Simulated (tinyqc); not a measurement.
Deep-level transient spectroscopy (DLTS) of one majority-carrier trap: one step, computed by the program tinyqc. Command: `OMP_NUM_THREADS=1 python tinyqc.py 3000658 3000659 out.jsonl dlts walk`. One thread of a shared host (Intel(R) Xeon(R) Processor @ 2.30GHz), about 0.06 s of CPU time with the checks.

A filling pulse loads the traps in a one-sided junction; under reverse bias they empty at the rate e, and the capacitance relaxes as C(t) = C_0 - dC exp(-e t). The signal is S = [C(t_2) - C(t_1)]/dC.

Problem. Peak temperature and width. e = g sigma v N_b exp(-E/k_B T), v = sqrt(3 k_B T/m), N_b = 2 M (2 pi m k_B T/h^2)^(3/2), sigma = sigma_0 exp(-E_b/k_B T), E = E_t. S(e) = exp(-e t_1) - exp(-e t_2) peaks at the rate window e_0 = ln(t_2/t_1)/(t_2 - t_1). T_p solves e(T) = e_0 (bisection between 15 and 1500 K); the half-height points solve S = S_max/2 on either side.

Inputs (values chosen for the exercise, for a model semiconductor):

| quantity | value | unit |
|---|---|---|
| density-of-states mass m | 0.478 | m_0 |
| valleys M | 3 | - |
| trap depth E_t | 0.888 | eV |
| cross-section sigma_0 | 2.7e-14 | cm^2 |
| degeneracy ratio g | 1 | - |
| gate time t_1 | 0.004 | s |
| ratio t_2/t_1 | 2.5 | - |
| temperature T | 477 | K |
| capture barrier E_b | 0.065 | eV |

Carriers: electrons. Extra term: capture barrier.

rate window e_0 = 152.7151 1/s

peak height S_max = 0.3257301

Constants: k_B = 8.617333262e-05 eV/K; k_B = 1.380649e-23 J/K; m_0 = 9.1093837015e-31 kg; h = 6.62607015e-34 J s.

Give: peak temperature T_p; lower half-height point; upper half-height point; full width.

Solution.

peak temperature T_p = 429.5 K

lower half-height point = 407.6 K

upper half-height point = 446.3 K

full width = 38.69 K

The width is 9.0 % of T_p, and E_t is 24.0 k_B T_p.
